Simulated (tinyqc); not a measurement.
Worked calculation: finite square well with mass mismatch (envelope functions). Values are carried at full precision from step to step, so a last printed digit may differ when a step is redone from the rounded ones.

A square well of width L and depth V0, mass mw inside and mb outside, energies from the bottom of the well, c = hbar^2/2m0. k = sqrt(mw E/c), kappa = sqrt(mb (V0 - E)/c). psi and psi'/m are continuous at the walls (BenDaniel-Duke), so level n solves k L + 2 atan[(k/mw)/(kappa/mb)] = n pi.

Constants: hbar^2/2m0 = 3.80998211 eV angstrom^2.

Parameters, chosen for this exercise (near those of a GaAs well in AlGaAs; shifted at random, so the results belong to these values and not to a real crystal): L = 40 angstrom (well width); V0 = 0.186 eV (barrier height); mw = 0.067 m0 (mass in the well); mb = 0.0861 m0 (mass in the barrier); alpha_w = 0.61 1/eV (non-parabolicity in the well); alpha_b = 0.65 1/eV (non-parabolicity in the barrier).

## How many levels are bound

At E = V0 the arctangent equals pi/2, so level n is bound if k0 L > (n - 1) pi with k0 = sqrt(mw V0/c). Compare with the infinitely deep well, E1(hard) = c (pi/L)^2/mw.

k0 = 0.05719 1/angstrom
k0 L/pi = 0.7282
number of bound levels = 1
E1(hard) = 0.3508 eV

The count does not depend on mb. One more level binds at L = 54.9 angstrom.

## The lowest level by bisection

f(E) = k L + 2 atan[(k/mw)/(kappa/mb)] - pi rises with E. Twelve halvings of [0, V0]: keep the half in which f changes sign.

Bisection:
```
step  low (eV)  high (eV)  midpoint (eV)        k    kappa        f
1      0.00000    0.18600        0.09300  0.04044  0.04584   0.1719
2      0.00000    0.09300        0.04650  0.02860  0.05615  -0.8387
3      0.04650    0.09300        0.06975  0.03502  0.05126  -0.2995
4      0.06975    0.09300        0.08138  0.03783  0.04862  -0.0579
5      0.08138    0.09300        0.08719  0.03916  0.04725   0.0582
6      0.08138    0.08719        0.08428  0.03850  0.04794   0.0005
7      0.08138    0.08428        0.08283  0.03816  0.04829  -0.0286
8      0.08283    0.08428        0.08355  0.03833  0.04812  -0.0140
9      0.08355    0.08428        0.08392  0.03842  0.04803  -0.0068
10     0.08392    0.08428        0.08410  0.03846  0.04799  -0.0031
11     0.08410    0.08428        0.08419  0.03848  0.04797  -0.0013
12     0.08419    0.08428        0.08424  0.03849  0.04796  -0.0004
```

After twelve halvings the bracket is V0/4096 = 0.045 meV wide.

## Bound levels

Solve the condition for each n (six at most). With A = cos(kL/2) for even and sin(kL/2) for odd levels, the probability in the barriers is Pb = (A^2/kappa)/(A^2/kappa + L/2 +/- sin(kL)/(2k)), + for even.

Levels:
```
n  parity  E (eV)  k (1/angstrom)  kappa (1/angstrom)      Pb
1    even  0.0843         0.03849             0.04795  0.2458
```

The lowest level lies at 24 % of the infinite-well value and decays into the barrier over 1/kappa = 20.9 angstrom.

## Mass in the plane and density of states

To first order in the in-plane energy, 1/m_par = (1 - Pb)/mw + Pb/mb for each subband. Each adds a step D = m_par/(2 pi c) to the density of states per area (spin included, one valley); 1/angstrom^2 = 1e16/cm^2.

Subbands:
```
n  m_par (m0)  D (1e13/(eV cm^2))
1      0.0709               2.960
```

## Levels with energy-dependent masses

Non-parabolic bands: mw is replaced by mw (1 + alpha_w E) and mb by mb (1 - alpha_b (V0 - E)), in k, kappa and the matching condition alike.

Solve the same condition with the energy-dependent masses, and list the shift from the parabolic levels that exist in both.

Levels:
```
n  E (eV)  mass inside  mass outside  shift (meV)
1  0.0852       0.0705        0.0805          1.0
```

Level 1 moves by +1.0 meV. The lighter mass deep in the barrier hardens the wall for low levels; the heavier mass in the well wins higher up.

## Checks

- Lowest level by finite differences (200 cells across the well) against the matching condition, eV: both 0.0843.

tinyqc: `OMP_NUM_THREADS=1 python tinyqc.py 1280969 1280970 out.jsonl`; about 0.01 s, one thread, shared Intel(R) Xeon(R) Processor @ 2.30GHz.
